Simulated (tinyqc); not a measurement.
MP2 on RHF in the sto-3g basis, for H2, spin multiplicity 1, step by step. One step of it, computed by the program tinyqc.

Task: Second-order Moller-Plesset energy. E2 = sum_ijab (ia|jb) [2 (ia|jb) - (ib|ja)] / (e_i + e_j - e_a - e_b) over occupied i, j and virtual a, b; the opposite-spin part is (ia|jb)^2 / denominator, the rest is same-spin, and SCS-MP2 scales them by 6/5 and 1/3.

orbital energies (hartree): [-0.608169, 0.747580]

Two-electron integrals over orbitals (pq|rs), unique and non-zero (hartree):
```
(11|11) 0.687915   (21|21) 0.177434   (22|11) 0.675903   (22|22) 0.710620
```

Hartree-Fock energy = -1.11561287 hartree

Give: Terms; Pair energies; MP2 correlation energy; SCS-MP2 correlation energy; MP2 total energy.

Result:

Terms:
```
i  j  a  b  (ia|jb)  (ib|ja)  denominator     term
1  1  2  2   0.1774   0.1774      -2.7115  -0.0116
```

Pair energies (hartree; pair i-j sums ij and ji):
```
pair  opposite spin  same spin
1-1         -0.0116     0.0000
```

MP2 correlation energy = -0.011611 hartree

SCS-MP2 correlation energy = -0.013933 hartree

MP2 total energy = -1.127224 hartree
